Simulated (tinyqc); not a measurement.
What moves the results: Shockley state of an s-p chain by decimation. A value that a table varies takes the place of the one given here.

Each site has s at -d/2 and p at +d/2: H0 = diag(-d/2, d/2). The block to the next site on the right is H1 = [[-ts, u], [-u, tp]] (rows s, p of site n; columns s, p of site n + 1). Bulk: H(k) = [[-d/2 - 2 ts cos k, 2i u sin k], [-2i u sin k, d/2 + 2 tp cos k]]. The bands are inverted at k = pi if d < 2 (ts + tp).

Decimation (Sancho-Rubio) at z = E + i eta: start with es = e = H0, A = H1, B = H1^T. Each round forms g = (z - e)^-1 and sets es += A g B, e += A g B + B g A, A = A g A, B = B g B, doubling the length covered. Stop when all |A| < 1e-10. Surface G = (z - es)^-1, bulk G = (z - e)^-1; densities -Im tr G/pi.

Inputs chosen for the exercise:
- d = 1.58 eV (Ep - Es)
- ts = 0.71 eV (s-s hopping)
- tp = 1.44 eV (p-p hopping)
- u = 0.55 eV (s-p hopping)
- eta = 0.05 eV (broadening)
- E1 = -1.48 eV (first energy)
- dE = 0.223 eV (step)
- E = -0.18 eV (energy)

## Surface against bulk across the gap

Eleven energies E1 + j dE.

Densities (1/eV):
```
E (eV)  surface    bulk
-1.480   0.6506  0.7826
-1.257   0.1749  0.7337
-1.034   0.0526  0.0706
-0.811   0.0581  0.0311
-0.588   0.1307  0.0209
-0.365   1.0679  0.0183
-0.142   0.6903  0.0206
0.081    0.1116  0.0316
0.304    0.0566  0.0809
0.527    0.1251  1.0324
0.750    0.2621  0.4567
```

edges of the bulk gap (201 k points) (eV): -1.2768  0.5501

Inside the gap the bulk density is only the tail of the broadening, at least 0.0183. The surface density peaks at -0.365 eV among these rows (1.068); a chain of 60 sites puts the surface level at -0.2682 eV.

## Through the band inversion

d = f 2 (ts + tp). Gap edges from 201 k points; levels in the gap from an open chain of 60 sites (their mean, and the weight on the two end sites summed over them, divided by their number); a dash: none.

Against d:
```
f     d (eV)  top of lower band (eV)  bottom of upper band (eV)  levels in the gap  mean level (eV)  end weight
0.10   0.430                 -1.1025                     0.9048                  2          -0.0730       0.904
0.30   1.290                 -1.2436                     0.6502                  2          -0.2190       0.831
0.50   2.150                 -1.3162                     0.3273                  2          -0.3650       0.685
0.70   3.010                 -1.2781                    -0.0850                  2          -0.5110       0.466
0.85   3.655                 -1.0525                    -0.4075                  2          -0.6205       0.253
1.15   4.945                 -1.0525                    -0.4075                  0                -           -
1.30   5.590                 -1.3750                    -0.0850                  0                -           -
1.60   6.880                 -2.0200                     0.5600                  0                -           -
```

Levels in the gap appear for f = 0.1, 0.3, 0.5, 0.7 and 0.85 and for none of the other rows; the gap closes at f = 1. The level lies at -0.0730 eV for f = 0.1 and -0.6205 eV for f = 0.85, on the line E = d (ts - tp)/(2 (ts + tp)), and its end weight goes from 0.90 to 0.25: no shift of the surface potential is needed, the inversion alone binds it.

## What each parameter does

Gap edges from 201 k points between 0 and pi, and the surface density at E by decimation. Each row changes one parameter from the base and keeps the others.

Results:
```
case           top of lower band (eV)  bottom of upper band (eV)  surface density (1/eV)
base                          -1.2768                     0.5501                  1.2303
d = 1.738 eV                  -1.2914                     0.4920                  0.7811
ts = 0.781 eV                 -1.2538                     0.6326                  2.2986
tp = 1.584 eV                 -1.3023                     0.5206                  0.7446
u = 0.605 eV                  -1.3808                     0.5957                  1.2617
eta = 0.1 eV                  -1.2768                     0.5501                  1.4301
```

The largest shifts from the base row, up to three for each result and ties (the steps differ in size, so this ranks the rows, not the parameters). top of lower band (eV): u -0.1040, tp -0.0255, ts +0.0229; unchanged at the printed digits by eta. bottom of upper band (eV): ts +0.0826, d -0.0580, u +0.0456; unchanged at the printed digits by eta. surface density (1/eV): ts +1.0682, tp -0.4857, d -0.4493. The base chain is inverted, so a surface state lies in the gap; E lies in the gap.

(tinyqc, `OMP_NUM_THREADS=1 python tinyqc.py 1450872 1450873 out.jsonl`, Intel(R) Xeon(R) Processor @ 2.30GHz, 1 thread, shared host, about 0.2 s.)
